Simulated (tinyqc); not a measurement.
Resistive crossbar, vector-matrix product with wire resistance: two steps of the calculation.

2 rows and 2 columns. Cell (i, j) joins row node wij to column node bij. Each row is driven at its left end through one wire segment rw; neighbouring nodes along a row or a column are joined by rw; each column ends below the last row in one more rw and a virtual ground, where its current is read. Ideal output: I_j = sum_i V_i G_ij.

Inputs (values chosen for the exercise): wire resistance between neighbouring cells rw = 50 ohm; input voltages of the rows V = [0.2, 0.21] V.

Task 1. The nodal equations. Kirchhoff current law at every node, A x = b: A holds the sum of the conductances at a node on the diagonal and minus the conductance between two nodes off it (wire conductance 1/rw); b = V_i/rw at the first node of row i.

cell conductances G (uS):
```
,column 1,column 2
row 1,15,12
row 2,46,32
```

Give: A; b.

Result 1.

A (uS):
```
,w11,w12,w21,w22,b11,b12,b21,b22
w11,40015,-20000,0,0,-15.000,0,0,0
w12,-20000,20012,0,0,0,-12.000,0,0
w21,0,0,40046,-20000,0,0,-46.000,0
w22,0,0,-20000,20032,0,0,0,-32.000
b11,-15.000,0,0,0,20015,0,-20000,0
b12,0,-12.000,0,0,0,20012,0,-20000
b21,0,0,-46.000,0,-20000,0,40046,0
b22,0,0,0,-32.000,0,-20000,0,40032
```

b (uA): w11 4000.0, w12 0, w21 4200.0, w22 0, b11 0, b12 0, b21 0, b22 0

Task 2. Node voltages and column currents. Solve A x = b; I_j = b2j/rw.

A (uS):
```
,w11,w12,w21,w22,b11,b12,b21,b22
w11,40015.000,-20000,0,0,-15,0,0,0
w12,-20000,20012.000,0,0,0,-12,0,0
w21,0,0,40046.000,-20000,0,0,-46,0
w22,0,0,-20000,20032.000,0,0,0,-32
b11,-15,0,0,0,20015.000,0,-20000,0
b12,0,-12,0,0,0,20012.000,0,-20000
b21,0,0,-46,0,-20000,0,40046.000,0
b22,0,0,0,-32,0,-20000,0,40032.000
```

b (uA): w11 4000, w12 0, w21 4200, w22 0, b11 0, b12 0, b21 0, b22 0

Give: row nodes; column nodes; column currents.

Result 2.

row nodes (mV): w11 199.7, w12 199.6, w21 209.2, w22 208.9
column nodes (mV): b11 0.7781, b12 0.5723, b21 0.6289, b22 0.4529
column currents (uA): column 1 12.58, column 2 9.057

Numbers from tinyqc (`OMP_NUM_THREADS=1 python tinyqc.py 2880063 2880064 out.jsonl`; about 0.02 s on one thread of a shared Intel Xeon 2.30GHz).
